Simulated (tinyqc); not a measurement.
Hexagonal on-chip spiral inductor, lumped pi model: one step of the calculation.

Outer diameter do = di + 2 n wd + 2 (n - 1) sp, mean da = (do + di)/2, fill p = (do - di)/(do + di), length l = 3.464 n da. L = 2.33 mu0 n^2 da/(1 + 3.82 p), mu0 = 4 pi 1e-7 H/m. Rs = rho l/(wd delta (1 - exp(-th/delta))), delta = sqrt(rho/(pi f mu0)). Cs = n wd^2 eps0 eo/hu across the coil. At each end Cox = l wd eps0 eo/(2 ho) leads to the substrate branch Rsi = 2 rs he/(l wd) in parallel with Csi = l wd eps0 11.7/(2 he). With one end grounded Y = 1/(Rs + i w L) + i w Cs + 1/[1/(i w Cox) + 1/(1/Rsi + i w Csi)], w = 2 pi f; Q = -Im Y/Re Y. Eddy currents in neighbouring turns and in the substrate are left out.

Task. Geometry and model elements. do, l, L, delta, Rs, Cs, Cox, Rsi and Csi as defined.

Parameters, values chosen for the exercise; values of the order met in silicon radio-frequency processes: number of turns n = 2.5; line width wd = 10 um; space between turns sp = 3 um; inner diameter di = 100 um; metal thickness th = 3 um; metal resistivity rho = 1.9 uohm cm; oxide below the coil ho = 3.5 um; oxide between coil and underpass hu = 0.7 um; relative permittivity of the oxide eo = 4.1; substrate resistivity rs = 1 ohm cm; effective spreading depth in the substrate he = 80 um; frequency f = 0.87 GHz.

Constants: eps0 = 8.8541878128e-12 F/m. Results are converted to the units shown.

Give: do; l; L; delta; Rs; Cs; Cox; Rsi; Csi.

Result.

do = 159.00 um
l = 1121.5 um
L = 1.2672 nH
delta = 2.3520 um
Rs = 1.2570 ohm
Cs = 12.965 fF
Cox = 58.160 fF
Rsi = 142.67 ohm
Csi = 7.2611 fF

tinyqc, about 0.01 s, one thread, Intel Xeon 2.30GHz (shared host): `OMP_NUM_THREADS=1 python tinyqc.py 2302119 2302120 out.jsonl`
